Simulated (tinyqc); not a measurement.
Avalanche multiplication and breakdown of a junction from ionisation integrals: one step, computed by the program tinyqc.

Ionisation coefficients follow the local field. Position x runs through the depletion layer from the p side (x = 0), where electrons enter, to the n side (x = w), where holes enter. The built-in voltage is neglected.

Problem. Multiplication and noise. M_n = 1/(1 - I_n), M_p = M_n exp(-Phi(w)); McIntyre excess noise for the carrier with the larger M, F_x = k M + (1 - k)(2 - 1/M), with k = (smaller M - 1)/(larger M - 1).

Junction: one-sided abrupt n+p.

Every 50th point:

| x (micrometre) | F (MV/cm) | alpha_n (1/cm) | alpha_p (1/cm) | Phi | I_n up to x |
|---|---|---|---|---|---|
| 0.000000 | 0.000000 | 0 | 0 | 0 | 0 |
| 0.304217 | 0.334831 | 4.978760e-35 | 1.045598e-23 | -5.012571e-30 | 1.982555e-41 |
| 0.608434 | 0.669662 | 9.307547e-14 | 6.006091e-08 | -9.667260e-14 | 1.134694e-19 |
| 0.912652 | 1.004493 | 1.146586e-06 | 1.075642e-02 | -3.766880e-08 | 3.037153e-12 |
| 1.216869 | 1.339324 | 4.024318e-03 | 4.552034e+00 | -2.762653e-05 | 1.856123e-08 |
| 1.521086 | 1.674155 | 5.393413e-01 | 1.714463e+02 | -1.586355e-03 | 3.820204e-06 |
| 1.825303 | 2.008986 | 1.412466e+01 | 1.926386e+03 | -2.503474e-02 | 1.435143e-04 |
| 2.129520 | 2.343817 | 1.455180e+02 | 1.084383e+04 | -1.869624e-01 | 2.172283e-03 |
| 2.433737 | 2.678648 | 8.367982e+02 | 3.962893e+04 | -8.693413e-01 | 2.424291e-02 |

Give: M_n; M_p; effective k; excess noise factor.

Solution.

M_n = 1.025

M_p = 2.445

effective k = 0.01720

excess noise factor = 1.606

Injecting holes gives the larger gain and, at equal gain, the lower noise.
